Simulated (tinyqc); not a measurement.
# Small-signal admittance of a forward-biased p+-n diode, step by step

Numbers from tinyqc (`OMP_NUM_THREADS=1 python tinyqc.py 2890189 2890190 out.jsonl`; about 0.01 s on one thread of a shared Intel Xeon 2.30GHz). Printed values are rounded.

Holes injected into a neutral base of width wb with an ohmic contact at its end; low injection, p0 far above the equilibrium density. A small voltage v exp(i w t), w = 2 pi f, modulates the edge density by p0 v/Vt, and the small-signal density obeys Dp d2p/dx2 = (1/tau + i w) p.

Parameters, values chosen for the exercise; permittivity close to that of silicon: temperature T = 300 K; relative permittivity eps_r = 11.7; donor density of the base Nd = 9.9e15 cm^-3; hole diffusion coefficient Dp = 7 cm^2/s; hole lifetime tau = 1e-7 s; width of the neutral base wb = 10 um; excess hole density at the junction edge p0 = 1.7e13 cm^-3; acceptor density of the p+ side Na = 2e19 cm^-3; signal frequency f = 6.9e5 Hz.

Constants: q = 1.602176634e-19 C, kB = 1.380649e-23 J/K, Vt = kB T/q, eps0 = 8.8541878128e-14 F/cm where lengths are in cm. Results are converted to the units shown.

## Closed-form admittance

L = sqrt(Dp tau); direct current J = (q Dp p0/L) coth(wb/L); k = sqrt(1 + i w tau)/L; diffusion admittance Y = (q Dp p0/Vt) k coth(k wb) = G + i w C_diff; junction capacitance C_j = sqrt(q eps0 eps_r Nd/(2 Vr)) in the depletion approximation, with the remaining barrier Vr = Vt ln(Na/p0), a rough value under forward bias; base-width modulation is left out.

L = 8.36660 um
J = 0.0273832 A/cm^2
k wb = 1.22181+0.25345i
Y = 1.06353+0.12800i S/cm^2
C_diff = 0.0295248 uF/cm^2
C_j = 0.0476821 uF/cm^2

G is 1.00 times its low-frequency value J/Vt, and C_diff is 0.619 times C_j.

## The same by finite differences

9 equal intervals, h = wb/9; u = small-signal density over its edge value, u_0 = 1, u_9 = 0; u_(i-1) + b u_i + u_(i+1) = 0 with b = -2 - h^2 (1/tau + i w)/Dp; Y = (q Dp p0/(Vt h)) (-b/2 - u_1), which includes the half box at the edge.

b = -2.01764-0.00765i

```
node,u
1,0.848199-0.015669i
2,0.711478-0.025129i
3,0.587497-0.029592i
4,0.474103-0.030085i
5,0.369301-0.027483i
6,0.271223-0.022542i
7,0.178100-0.015925i
8,0.088241-0.008228i
```

Y on the mesh = 1.06611+0.12938i S/cm^2

Against the closed form the real part is 0.24 % above it and the imaginary part 1.1 % above it; |k h| = 0.14.
